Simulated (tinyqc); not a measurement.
Which input was changed? Model: grain growth, pinning, strength and diffusional creep of a polycrystal or thin film. Computed by tinyqc, a small Python program. Command: `OMP_NUM_THREADS=1 python tinyqc.py 3031451 3031452 out.jsonl grain which`. One thread of a shared host (Intel(R) Xeon(R) Processor @ 2.30GHz), about 0.07 s of CPU time with the checks.

One mean grain size d describes the structure.

Inputs (values chosen for the exercise, modelled on copper):
```
quantity                                    value        unit
shear modulus G                              47.5         GPa
Burgers vector b                            2.556    angstrom
atomic volume Omega                         11.81  angstrom^3
boundary energy gamma                        0.65       J/m^2
mobility prefactor M0                     5.4e-06   m^4/(J s)
activation energy of boundary motion Q_m     1.27          eV
anneal temperature T                          588           K
anneal time t                               13000           s
initial grain size d0                         140          nm
particle volume fraction f                 0.0029           -
particle radius r                             7.6          nm
friction stress sigma_0                        22         MPa
Hall-Petch slope k_y                        0.094   MPa m^0.5
lattice diffusion energy Q_l                  2.2          eV
boundary diffusion energy Q_b               0.991          eV
lattice prefactor D0                        3e-05       m^2/s
boundary prefactor delta D0b              9.2e-15       m^3/s
applied stress sigma                           61         MPa
service temperature T_c                       496           K
```

Sample: bulk.

Constants: k_B = 8.617333262e-05 eV/K; k_B = 1.380649e-23 J/K.

Method:
- M = M0 exp(-Q_m/(k_B T)). The driving pressure is 2 gamma/d. Zener pinning pressure 3 f gamma/(2 r) stops growth at d_Z = 4 r/(3 f). The limit is d_lim = d_Z.
- dd/dt = 2 M gamma (1/d - 1/d_lim) integrates to 2 M gamma t = d_lim (d0 - d) + d_lim^2 ln[(d_lim - d0)/(d_lim - d)]; without pinning d^2 = d0^2 + 4 M gamma t.
- Hall-Petch term k_y/sqrt(d). Orowan term 3.06 x 0.4 G b ln(2 rbar/b)/(pi lambda sqrt(1 - nu)) with nu = 1/3, rbar = sqrt(2/3) r, lambda = rbar (sqrt(pi/f) - 2). The terms are added to sigma_0.
- Nabarro-Herring rate = 14 sigma Omega D_l/(k_B T d^2), D_l = D0 exp(-Q_l/(k_B T)); Coble rate = 14 pi sigma Omega delta D_b/(k_B T d^3), delta D_b = delta D0b exp(-Q_b/(k_B T)); they are equal at d_x = pi delta D_b/D_l.

Question. One of these inputs alone was changed, within the range given: anneal time t (6500 to 2.6e+04); particle volume fraction f (0.00145 to 0.0058); Hall-Petch slope k_y (0.047 to 0.188); service temperature T_c (248 to 992). Which one, and to what value?

Results:
```
run     Coble rate (1/s)  yield stress (MPa)  limit d_lim (nm)
before      1.547012e-06            220.8104          3494.253
after       2.275276e-06            226.2261          3494.253
```

Answer.

Each candidate set to reproduce Coble rate, and what it then gives:
```
candidate                            range searched  value needed  yield stress (MPa)  limit d_lim (nm)
anneal time t (s)                   6500 to 2.6e+04          9590              226.23            3494.3
particle volume fraction f        0.00145 to 0.0058      0.005203              269.55            1947.6
Hall-Petch slope k_y (MPa m^0.5)     0.047 to 0.188     no effect                   -                 -
service temperature T_c (K)              248 to 992         504.8              220.81            3494.3
```

Only anneal time t fits every result: it went from 13000 to 9590 s. The next best candidate, service temperature T_c, misses one result by 2.4 %.

Caution: sigma Omega is not small against k_B T, as the linear creep laws assume.
